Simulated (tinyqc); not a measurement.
Deep trap from a strong local potential in a two-band host (Koster-Slater model with semi-elliptic bands). Inputs raised by 2 %, one at a time. Computed by tinyqc, a small Python program. Command: `OMP_NUM_THREADS=1 python tinyqc.py 3030483 3030484 out.jsonl deeptrap sens`. One thread of a shared host (Intel(R) Xeon(R) Processor @ 2.30GHz), about 0.02 s of CPU time with the checks.

The valence band spans -2 W_v to 0 and the conduction band E_g to E_g + 2 W_c. The orbital at the impurity site has weight f_v in the valence band and 1 - f_v in the conduction band, each spread as a semi-ellipse (2/(pi W^2)) sqrt(W^2 - x^2) about the band centre. The impurity adds U to this orbital. Spin is left out.

Inputs (values chosen for the exercise, with a gap close to that of 4H-SiC):

| quantity | value | unit |
|---|---|---|
| gap E_g | 3.21 | eV |
| half-width of the valence band W_v | 4.4 | eV |
| half-width of the conduction band W_c | 4.7 | eV |
| valence weight f_v of the site orbital | 0.59 | - |
| impurity potential U | -22.7 | eV |

Impurity: attractive, donor-like.

Method:
- In the gap G(E) = f_v (2/W_v^2)[x - sqrt(x^2 - W_v^2)] - (1 - f_v)(2/W_c^2)[y - sqrt(y^2 - W_c^2)], x = E + W_v, y = E_g + W_c - E.
- G falls across the gap from G(0) to G(E_g). A repulsive U binds if U > 1/G(0), an attractive one if U < 1/G(E_g); the vacancy level (U infinite) solves G(E) = 0 (bisection).
- The trap level solves G(E) = 1/U (bisection). With D = -dG/dE = D_v + D_c, D_v = f_v (2/W_v^2)[x/sqrt(x^2 - W_v^2) - 1] and D_c = (1 - f_v)(2/W_c^2)[y/sqrt(y^2 - W_c^2) - 1], the weight on the impurity orbital is 1/(U^2 D) and the conduction-band character is D_c/D.

Runs:

| input moved | from | to | weight on the impurity orbital | depth below the conduction band (eV) | vacancy level (eV) | conduction-band character |
|---|---|---|---|---|---|---|
| base run | - | - | 0.01698 | 0.1835 | 2.413 | 0.8713 |
| gap E_g (eV) | 3.21 | 3.2742 | 0.01746 | 0.1918 | 2.454 | 0.8704 |
| half-width of the valence band W_v (eV) | 4.4 | 4.488 | 0.01741 | 0.1911 | 2.393 | 0.8699 |
| half-width of the conduction band W_c (eV) | 4.7 | 4.794 | 0.01634 | 0.1641 | 2.439 | 0.8770 |
| valence weight f_v of the site orbital | 0.59 | 0.6018 | 0.01481 | 0.1374 | 2.501 | 0.8874 |
| impurity potential U (eV) | -22.7 | -23.154 | 0.01670 | 0.1912 | 2.413 | 0.8680 |

Exponents ln(y'/y) / ln(x'/x):

| input | weight on the impurity orbital | depth below the conduction band | vacancy level | conduction-band character |
|---|---|---|---|---|
| gap E_g | 1.398 | 2.232 | 0.860 | -0.052 |
| half-width of the valence band W_v | 1.257 | 2.057 | -0.415 | -0.079 |
| half-width of the conduction band W_c | -1.943 | -5.649 | 0.549 | 0.332 |
| valence weight f_v of the site orbital | -6.905 | -14.604 | 1.825 | 0.928 |
| impurity potential U | -0.855 | 2.061 | 0.000 | -0.193 |

Among the inputs moved here: weight on the impurity orbital answers most in size to valence weight f_v of the site orbital (exponent -6.905), next to half-width of the conduction band W_c (-1.943). Depth below the conduction band answers most in size to valence weight f_v of the site orbital (exponent -14.604), next to half-width of the conduction band W_c (-5.649). Vacancy level answers most in size to valence weight f_v of the site orbital (exponent +1.825), next to gap E_g (+0.860); its exponent is below 0.0005 for impurity potential U. conduction-band character answers most in size to valence weight f_v of the site orbital (exponent +0.928), next to half-width of the conduction band W_c (+0.332).
